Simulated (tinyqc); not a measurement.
## CMOS inverter, nodal equation and switching: effect of the temperature

An n-channel pull-down (bn, VTn) and a p-channel pull-up (bp, VTp) share the input Vin and the output node Vout, which carries the load C. Transistor (EKV form, voltages against the body): I = 2 n b Vt^2 [F(vp - Vs) - F(vp - Vd)] from drain to source, F(v) = ln^2(1 + exp(v/(2 Vt))), vp = (Vg - VT + sg |Vd - Vs|)/n. n-channel bodies are at 0; for the p-channel device all voltages are counted down from Vdd. b in uA/V^2 gives I in uA. Static: In = Ip. Transient: C dVout/dt = Ip - In. No velocity saturation, no gate capacitance beyond C.

VM solves In = Ip with Vin = Vout; VIL and VIH are the inputs of gain -1, NML = VIL - Vout(VIH), NMH = Vout(VIL) - VIH. For a step input the delay to Vdd/2 is tHL = C times the integral of dV/(In - Ip) from Vdd/2 to Vdd at Vin = Vdd, and tLH likewise with Ip - In from 0 to Vdd/2 at Vin = 0. Thresholds, gain factors and n are held fixed.

Values chosen for this exercise:
```
symbol  value    unit                                  meaning
Vdd      0.75       V                           supply voltage
n        1.44                                     slope factor
sg      0.082                   drain-induced barrier lowering
VTn      0.35       V                      n-channel threshold
VTp      0.27       V          p-channel threshold (magnitude)
bn        300  uA/V^2  gain factor of the pull-down transistor
bp        240  uA/V^2    gain factor of the pull-up transistor
C        0.73      fF                         load capacitance
```

Constants: q = 1.602176634e-19 C, kB = 1.380649e-23 J/K, Vt = kB T/q. Results are converted to the units shown.

Result of one run:
```
T (K)	VM (V)	gain at VM	NML (V)	NMH (V)	tHL (ps)	tLH (ps)
370	0.4034	-12.17	0.3090	0.2480	13.18	11.88
```

What becomes of these results when the temperature T is changed from 370 to 280 K, all else the same?

Result of the changed run:
```
T (K)	VM (V)	gain at VM	NML (V)	NMH (V)	tHL (ps)	tLH (ps)
280	0.4048	-12.19	0.3213	0.2574	13.21	11.88
```

The whole series:
```
T (K)	VM (V)	gain at VM	NML (V)	NMH (V)	tHL (ps)	tLH (ps)
220	0.4057	-12.20	0.3289	0.2632	13.22	11.88
250	0.4052	-12.19	0.3252	0.2604	13.22	11.88
280	0.4048	-12.19	0.3213	0.2574	13.21	11.88
310	0.4043	-12.19	0.3173	0.2543	13.21	11.88
340	0.4038	-12.19	0.3132	0.2512	13.20	11.88
370	0.4034	-12.17	0.3090	0.2480	13.18	11.88
400	0.4029	-12.15	0.3047	0.2448	13.16	11.87
430	0.4024	-12.12	0.3004	0.2415	13.14	11.87
```

As T goes from 220 to 430 K, VM falls from 0.406 to 0.402 V, the size of the gain falls from 12.2 to 12.1, tHL falls from 13.2 to 13.1 ps and tLH stays near 11.9 ps. The smaller margin is largest, 0.263 V, at T = 220 K among the rows.

Program tinyqc, `OMP_NUM_THREADS=1 python tinyqc.py 2340077 2340078 out.jsonl`; Intel Xeon 2.30GHz, shared host, one thread, about 0.04 s.
